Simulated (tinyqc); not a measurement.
Electron-beam lithography: double-Gaussian proximity function, edge placement and dose correction for parallel lines: one step, computed by the program tinyqc.

Lines are infinitely long. Absorbed energy is counted so that the middle of a very large area written at dose 1 receives 1; the resist develops where it exceeds 1/2.

Question. Dose correction. Uncorrected edge energies are M 1. Solve M d = 1/2 for the doses d that put the mean edge energy of every line at the threshold.

M:
```
           1          2          3          4          5
1  0.3712994  0.0017028  0.0017237  0.0331569  0.0002776
2  0.0779846  0.2662498  0.0032225  0.0756813  0.0009088
3  0.0482172  0.0020201  0.2766764  0.1010718  0.0016186
4  0.0316222  0.0015754  0.0032973  0.3758828  0.0020298
5  0.0107182  0.0008482  0.0024099  0.0921076  0.2693801
```

Give: edge energies at dose 1; corrected doses; largest over smallest dose.

Answer.

edge energies at dose 1: 1 0.40816, 2 0.42405, 3 0.42960, 4 0.41441, 5 0.37546

corrected doses: 1 1.2274, 2 1.1575, 3 1.1367, 4 1.2047, 5 1.3816

largest over smallest dose = 1.2155
